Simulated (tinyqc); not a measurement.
Inside a calculation. Method: bound state in one dimension: Numerov shooting, finite differences, DVR. Computed by tinyqc, a small Python program that keeps every step. Settings: points = 96. Command: `OMP_NUM_THREADS=1 python tinyqc.py 25775 25776 out.jsonl` (the two numbers bound the seeds that draw the settings). One thread of a shared host (Intel(R) Xeon(R) Processor @ 2.60GHz), about 0.01 s of CPU time with the checks.

## Numerov steps at E = 0.1

One particle of mass 1 in V = 7.03 (1 - exp(-0.48 x))^2 (atomic units), psi = 0 at both ends:
```
parameter                 value
left end              -1.600000
right end                     7
intervals                    96
h                      0.089583
state sought (nodes)          1
```

k_i = 2 m (E - V_i); (1 + h^2 k_(i+1)/12) y_(i+1) = 2 (1 - 5 h^2 k_i/12) y_i - (1 + h^2 k_(i-1)/12) y_(i-1), from y_0 = 0, y_1 = 0.001.

Points along the way:
```
i           x         V           k         y
0   -1.600000  9.385522  -18.571043  0.000000
1   -1.510417  7.969576  -15.739152  0.001000
2   -1.420833  6.721737  -13.243475  0.002124
3   -1.331250  5.625989  -11.051978  0.003472
4   -1.241667  4.667724   -9.135449  0.005128
5   -1.152083  3.833628   -7.467256  0.007157
32   1.266667  1.458979   -2.717958  0.185056
33   1.356250  1.609443   -3.018886  0.207517
34   1.445833  1.760498   -3.320995  0.235026
35   1.535417  1.911547   -3.623094  0.268825
36   1.625000  2.062068   -3.924136  0.310474
37   1.714583  2.211603   -4.223205  0.361945
```

## Bisection on the node count

With more sign changes than the state has nodes (the last point included) the energy is too high, else too low; the bracket starts as 0.1 to 10.

Trials:
```
trial           E  sign changes  y at the right end   next
1      5.05000000             4            2.10e-01  lower
2      2.57500000             2            2.49e+02  lower
3      1.33750000             1           -3.71e+04  raise
4      1.95625000             1           -5.68e+03  raise
5      2.26562500             1           -9.68e+02  raise
6      2.42031250             1           -1.08e+02  raise
7      2.49765625             2            1.16e+02  lower
8      2.45898438             2            1.75e+01  lower
9      2.43964844             1           -4.17e+01  raise
10     2.44931641             1           -1.13e+01  raise
11     2.45415039             2            3.31e+00  lower
12     2.45173340             1           -3.92e+00  raise
13     2.45294189             1           -2.95e-01  raise
14     2.45354614             2            1.51e+00  lower
...           ...           ...                 ...    ...
28     2.45304062             1           -1.00e-04  raise
29     2.45304064             1           -4.48e-05  raise
30     2.45304065             1           -1.73e-05  raise
```

eigenvalue = 2.45304065 hartree

## The same grid by other methods

Three-point finite differences and the sine-DVR kinetic matrix of Colbert and Miller on the same points.

Lowest levels (hartree):
```
state  finite differences       DVR
0                0.873533  0.874240
1                2.450188  2.453048
2                3.799946  3.805691
3                4.918126  4.926183
```
